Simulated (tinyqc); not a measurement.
Changing the metal thickness h: growth of a silicide layer between metal and silicon: linear-parabolic kinetics, ramp anneals and Kissinger analysis. Computed by tinyqc, a small Python program. Command: `OMP_NUM_THREADS=1 python tinyqc.py 3017492 3017493 out.jsonl silicide sweep`. One thread of a shared host (Intel(R) Xeon(R) Processor @ 2.30GHz), about 0.1 s of CPU time with the checks.

One compound layer of thickness x grows by diffusion through itself and reaction at an interface, dx/dt = 1/(2x/K + 1/v), until the metal is used up at x = a h.

Inputs (values chosen for the exercise, modelled on TiSi2):
```
quantity,value,unit
silicide formed per metal thickness a,2.51,-
silicon consumed per metal thickness b,2.27,-
prefactor of the parabolic constant K,1.1e+11,nm^2/s
activation energy E of K,1.82,eV
prefactor of the interface velocity v,9.9e+11,nm/s
activation energy E_v,2,eV
temperature T,590,C
time t,330,s
ramp rate beta,0.5,C/s
silicide resistivity,59,micro-ohm cm
junction depth x_j,85,nm
```

Constants: k_B = 8.617333262e-05 eV/K.

Method:
- The silicide ends at the thickness a h.
- Silicon consumed b h, sheet resistance rho/(final thickness) with 1 micro-ohm cm/nm = 10 ohm; margin to the junction x_j - b h.
- K = K0 exp(-E/(k_B T)), v = v0 exp(-E_v/(k_B T)).
- Temperatures in kelvin are T(C) + 273.15.
- x^2/K + x/v = t, so x = (K/(2v)) [sqrt(1 + 4 v^2 t/K) - 1], capped at a h; completion time t_c = (a h)^2/K + a h/v, a h being the final thickness; crossover thickness K/v.
- Ramp from x = 0 at 100 C at the rate beta: dx/dT = (1/beta)/(2x/K + 1/v), integrated adaptively (tolerance 1e-9) until x = a h at T_f.

One run for each value:
```
metal thickness h (nm),completion time (s),completion temperature T_f (C),sheet resistance (ohm/square),silicon consumed (nm)
1.0,3.631e+00,508.3,235.1,2.270
1.9,1.105e+01,537.4,123.7,4.313
3.8,3.960e+01,574.7,61.9,8.626
7.3,1.380e+02,615.3,32.2,16.571
14.0,4.921e+02,661.2,16.8,31.780
27.0,1.800e+03,713.2,8.7,61.290
53.0,6.874e+03,773.1,4.4,120.310
100.0,2.436e+04,836.5,2.4,227.000
200.0,9.722e+04,914.8,1.2,454.000
```

Over the rows, completion time (s) rises from 3.63 to 97200 (exponent d ln y / d ln x 1.7 between the first rows and 2.0 between the last); completion temperature T_f (C) rises from 508 to 915; sheet resistance (ohm/square) falls from 235 to 1.18 (exponent d ln y / d ln x about -1.0 throughout). At the high end the exponent of completion time is 2.00, close to 2: diffusion control. The exponent of sheet resistance stays at -1: R_s = rho/(a h). A thicker film lowers R_s but eats further into the junction.

Caution (rows 1.00, 1.90, 3.80): so thin a film has a resistivity above the bulk value and tends to agglomerate. Caution (all rows): a disilicide really forms through metal-rich phases and by nucleation, not as one layer from the metal.

Extremes, crossings and ranges named in words are read from the listed rows.
